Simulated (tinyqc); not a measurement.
Schottky barriers and band offsets from neutrality levels: one step. The density of gap states that S implies. Two cases, with inputs chosen for the exercise.

Task: S and PhiN are those of material 1, from the metal contact. In the picture of a dipole layer, S = 1/(1 + 4 pi (e^2/4 pi eps0) D dl/ei) with D states per area and energy. The charge in the gap states is D (WM - PhiN) S electrons missing per area, and the dipole step is (1 - S)(WM - PhiN). 1 angstrom^-2 = 1e16 cm^-2.

Constants: e^2/(4 pi eps0) = 14.39964547 eV angstrom.

Give: D; electrons missing from the gap states (negative: in excess); dipole step.

Case 1.

Values chosen: WM = 4.31 eV (work function of a metal); dl = 4.1 angstrom (width of the interface dipole layer); ei = 2 (its dielectric constant).

S = 0.112544
PhiN = 5.02000 eV

Result:

D = 2.126e+14 1/(cm^2 eV)
electrons missing from the gap states (negative: in excess) = -1.70e+13 cm^-2
dipole step = -0.630 eV

A surface holds about 1e15 atoms per cm^2, so 1.7 % of an electron per atom makes this step.

Case 2.

Values chosen: WM = 5.58 eV (work function of a metal); dl = 4.2 angstrom (width of the interface dipole layer); ei = 1.5 (its dielectric constant).

S = 0.071101
PhiN = 4.80000 eV

Result:

D = 2.579e+14 1/(cm^2 eV)
electrons missing from the gap states (negative: in excess) = 1.43e+13 cm^-2
dipole step = 0.725 eV

A surface holds about 1e15 atoms per cm^2, so 1.4 % of an electron per atom makes this step.

Computed by tinyqc, one run a case: `OMP_NUM_THREADS=1 python tinyqc.py N N+1 out.jsonl` with N = 1880434, 1880496; one thread of a shared Intel(R) Xeon(R) Processor @ 2.30GHz, about 0.01 s a run at most.
